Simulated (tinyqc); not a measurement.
Leakage currents through a thin dielectric: one step, computed by the program tinyqc. Command: `OMP_NUM_THREADS=1 python tinyqc.py 3008603 3008604 out.jsonl leak walk`. One thread of a shared host (Intel(R) Xeon(R) Processor @ 2.30GHz), about 0.01 s of CPU time with the checks.

Electrons leave an electrode with Fermi energy E_F above its band bottom; barriers are counted from the Fermi level, and both electrodes are alike.

Task: Fields. Field F = V/t; equivalent oxide thickness 3.9 t/k.

Inputs (values chosen for the exercise, modelled on Al2O3): static permittivity k = 9.16; thickness t = 1.7 nm; voltage V = 0.3 V.

Stack: single layer.

Give: field F; equivalent oxide thickness.

Result:

field F = 1.765 MV/cm

equivalent oxide thickness = 0.7238 nm
